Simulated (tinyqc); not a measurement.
Potential-pH (Pourbaix) lines of a metal, its cation, its oxide and an oxyanion, with a complexing ligand: one step, computed by the program tinyqc. Command: `OMP_NUM_THREADS=1 python tinyqc.py 3012897 3012898 out.jsonl pourb walk`. One thread of a shared host (Intel(R) Xeon(R) Processor @ 2.30GHz), about 0.01 s of CPU time with the checks.

Potentials are against the standard hydrogen electrode; solids and water have unit activity; dG_f of M, H+ and the electron is zero; F = e N_A and s = R T ln(10)/F. The cation carries z = 2.

Task: The stable species at (pH, E). M2+ + 2e = M; MO + 2H+ + 2e = M + H2O; MO2(2-) + 4H+ + 2e = M + 2H2O. For each, E0 = -dG/(z F), and E = E0 + (s/z) log10 a - (s n_H/z) pH, with no activity term for the oxide. The metal is stable below the lowest of the three lines; above it, the species of the lowest line is stable. Water lines at 1 bar: hydrogen E = -s pH, oxygen E = -dG_f(water)/(2F) - s pH.

Inputs (values chosen for the exercise, modelled on nickel):
```
quantity                             value    unit
dG_f of water                      -237.14  kJ/mol
temperature T                       298.15       K
log10 of the dissolved activity a       -5       -
pH                                      12       -
potential E                           0.78       V
```

Species: M, M2+, MO, MO2(2-).

E0 (V): cation -0.2323151, oxide 0.1251486, oxyanion 0.9999447

s = 0.05915935 V

Constants: e = 1.602176634e-19 C; N_A = 6.02214076e+23 1/mol.

Give: lines at this pH; upper limit of immunity; hydrogen line; oxygen line; E above the limit of immunity.

Result:

lines at this pH (V): cation -0.38021, oxide -0.58476, oxyanion -0.56778

upper limit of immunity = -0.58476 V

hydrogen line = -0.70991 V

oxygen line = 0.51898 V

E above the limit of immunity = 1.3648 V

Stable here: the oxide (passivity, if the film is dense). The point lies outside the stability range of water. Immunity reaches above the hydrogen line, so without the ligand only oxygen or another oxidant can attack. Caution: other oxidation states, hydroxides and hydrides are left out, and the lines say nothing of rates.
